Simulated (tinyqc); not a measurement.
Scattering rates of a carrier in a spherical band by Fermi's golden rule: one step, computed by the program tinyqc.

All processes here are isotropic or elastic, and the rate listed is the momentum relaxation rate.

Task: All rates at E. Kane band: hbar^2 k^2/(2 m) = E (1 + alpha E), speed v = hbar k/(m (1 + 2 alpha E)), states per spin, volume and energy g(E) = m k (1 + 2 alpha E)/(2 pi^2 hbar^2); overlap factors are set to 1. Masses are multiplied by m_0 and all formulas are in SI units. Phonon occupation N_q = 1/(exp(hbar w/(k_B T)) - 1). Acoustic deformation potential (elastic, equipartition, absorption and emission together): 1/tau = 2 pi k_B T D_A^2 g(E)/(hbar rho v_l^2). Optical or intervalley deformation potential: 1/tau = (pi Z_f D_o^2/(rho w)) [N_q g(E + hbar w) + (N_q + 1) g(E - hbar w)], with g = 0 below the band edge. Singly charged impurities, momentum relaxation: 1/tau = N_I e^4 m (1 + 2 alpha E) Phi/(8 pi (eps_s eps_0)^2 hbar^3 k^3), with alpha = 0 for a parabolic band. Conwell-Weisskopf: Phi = ln(1 + y^2), y = 4 pi eps_s eps_0 E N_I^(-1/3)/e^2 (largest impact parameter N_I^(-1/3)/2). Rates add: 1/tau_m is the sum, and the mean free path is v tau_m.

Inputs (values chosen for the exercise, modelled on electrons in silicon): density-of-states mass of one valley m = 0.327 m_0; non-parabolicity alpha = 0.46 1/eV; static permittivity eps_s = 11.7; density rho = 2329 kg/m^3; sound velocity v_l = 8910 m/s; acoustic deformation potential D_A = 10 eV; phonon energy hbar w = 60.4 meV; optical or intervalley deformation potential D_o = 5.4 1e8 eV/cm; final valleys Z_f = 5; ionised impurity density N_I = 1.4e+18 1/cm^3; temperature T = 350 K; carrier energy E = 35 meV.

Crystal: non-polar. Band: Kane. Impurity formula: Conwell-Weisskopf. Further scattering: none.

Constants: k_B = 1.380649e-23 J/K; e = 1.602176634e-19 C; hbar = 1.054571817e-34 J s; m_0 = 9.1093837015e-31 kg; hbar = 6.582119569e-16 eV s; k_B = 8.617333262e-05 eV/K; eps_0 = 8.8541878128e-12 F/m.

Give: Momentum relaxation rates; momentum relaxation time tau_m; mean free path.

Result:

Momentum relaxation rates:
```
process             rate (1/s)  share (%)
acoustic             3.093e+12      20.69
optical absorption   1.172e+12      7.835
optical emission             0          0
ionised impurity     1.069e+13      71.48
```

momentum relaxation time tau_m = 66.88 fs

mean free path = 12.67 nm

The largest rate is ionised impurity (71 %), then acoustic (21 %).
